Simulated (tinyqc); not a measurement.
Single-junction solar cell, detailed-balance limit: one step of the calculation.

Every photon above the gap Eg makes one pair and none below is absorbed; carriers thermalise at T and move without loss. Jsc = q fs X Phi(Eg, Ts); the dark current is J0 = q ge Phi(Eg, T)/ERE with the Boltzmann factor exp(V/Vt). The efficiency is the electrical power over fs X sigma Ts^4.

Question. Voltages, fill factor and efficiency. Voc = Vt ln(1 + Jsc/J0), Vmp = v Vt, Jmp = Jsc - J0 (exp(v) - 1), FF = Vmp Jmp/(Voc Jsc), efficiency Vmp Jmp/Pin.

Values chosen for this exercise:
- T = 300 K (cell temperature)
- ERE = 0.1 (external radiative efficiency)
- Eg = 2.1 eV (band gap)

Constants: q = 1.602176634e-19 C, kB = 1.380649e-23 J/K, Vt = kB T/q. Results are converted to the units shown.

v = 67.726811
Jsc = 1734.9838 mA/cm^2
J0 = 9.7451621e-29 mA/cm^2
Pin = 13482.034 mW/cm^2

Give: Voc; Eg/q - Voc; Vmp; Jmp; FF; efficiency.

Answer.

Voc = 1.860 V
Eg/q - Voc = 0.2398 V
Vmp = 1.751 V
Jmp = 1710 mA/cm^2
FF = 0.9275
efficiency = 22.20 %

Of the voltage deficit, Vt ln(1/ERE) = 59.5 mV is due to non-radiative recombination.

tinyqc, about 0.01 s, one thread, Intel Xeon 2.30GHz (shared host): `OMP_NUM_THREADS=1 python tinyqc.py 2820010 2820011 out.jsonl`
